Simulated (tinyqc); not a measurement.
# Ballistic Schottky-barrier transistor with a two-dimensional channel, WKB contacts: effect of the drain bias on the off state

Source Fermi level 0, drain Fermi level -Vd. Far from the contacts Ec = pn - psi, and the gate moves psi one to one; the band edges relax as exp(-x/lam) from pn at the source and pn - Vd at the drain; Ev = Ec - Eg. A carrier of energy w inside the channel band meets at a contact a barrier of height D (the contact edge beyond the channel edge): T = 1 for w >= D, else exp(-S), S = 4 lam sqrt(m/C) [sqrt(D - w) - sqrt(w) arctan sqrt((D - w)/w)], C = hbar^2/(2 m0). The two contacts combine as Ts Td/(Ts + Td - Ts Td).

I/W = g (2 q^2/h) int T(w) [N(Es + w) - N(Ed + w)] dw with w the energy of motion along the channel, N(y) = (1/2 pi) sqrt(pi m kB T/C) Fm(-y/kB T), Fm(x) = (1/sqrt(pi)) int_0^infinity u^(-1/2)/(1 + exp(u - x)) du. Electrons: Ds = psi, Dd = psi - Vd, Es = Ec, Ed = Ec + Vd. Holes: Ds = -psi, Dd = Vd - psi, Es = -Ev, Ed = -Ev - Vd. The size of each current is taken; both flow from drain to source and add. The integrals are converged. For each Vd, psi is set to the minimum of I.

Inputs (values chosen for the exercise); channel values close to those of an ultrathin silicon body with silicide contacts: temperature T = 350 K; band gap Eg = 1.12 eV; barrier for electrons at both contacts pn = 0.29 eV; electron mass mn = 0.18 m0; hole mass mp = 0.26 m0; valleys or subbands g = 2; screening length at the contacts lam = 3.6 nm.

Constants: q = 1.602176634e-19 C, kB = 1.380649e-23 J/K, hbar = 1.054571817e-34 J s, h = 6.62607015e-34 J s, m0 = 9.1093837015e-31 kg, Vt = kB T/q, hbar^2/(2 m0) = 0.0380998212 eV nm^2. Results are converted to the units shown.

Effect of the drain bias on the off state:

| Vd (V) | psi at the minimum (V) | smallest I (uA/um) |
|---|---|---|
| 0.05 | -0.403 | 1.47e-7 |
| 0.21 | -0.347 | 1.08e-6 |
| 0.37 | -0.295 | 5.79e-6 |
| 0.53 | -0.242 | 3.29e-5 |
| 0.68 | -0.191 | 1.75e-4 |
| 0.84 | -0.136 | 0.00107 |
| 1 | -0.085 | 0.00614 |

What does the table show?

The smallest current rises from 1.47e-7 to 0.00614 uA/um, 4.75 decades a volt between the last two rows, and the minimum moves by 0.33 V a volt over the table: a larger Vd lets holes enter from the drain while electrons still enter from the source.

Range of the model: No scattering, image-force lowering, channel charge or band-to-band tunnelling; parabolic kappa overstates S deep in the gap.

Numbers from tinyqc (`OMP_NUM_THREADS=1 python tinyqc.py 2390063 2390064 out.jsonl`; about 0.5 s on one thread of a shared Intel Xeon 2.30GHz).
